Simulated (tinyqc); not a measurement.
## Film and buried-oxide thickness from two coupling ratios

Question. In a depleted film -dVT/dVb is k1 = Cs Cbox/(Cox (Cs + Cbox)) for a front channel and k2 = Cbox (Cox + Cs)/(Cox Cs) for a back channel, with Cox = eps0 eox/tox, Cs = eps0 eps_r/ts, Cbox = 3.9 eps0/tb. Find ts and tb.

Parameters, values chosen for the exercise; band and dielectric values close to those of silicon:
- eps_r = 11.6 (relative permittivity)
- eox = 3.9 (relative permittivity of the gate insulator (close to silicon dioxide))
- tox = 2.8 nm (insulator thickness)

coupling ratios for a front and a back channel: [0.045136187, 0.11783591]

Solution. With y = Cox/Cs and z = Cox/Cbox, 1/k1 = y + z and k2 = (1 + y)/z, so y = (k2/k1 - 1)/(1 + k2); the thicknesses follow from y and z.

ts = 12.00 nm
tb = 58.00 nm

tinyqc, about 0.4 s, one thread, Intel Xeon 2.30GHz (shared host): `OMP_NUM_THREADS=1 python tinyqc.py 2190014 2190015 out.jsonl`
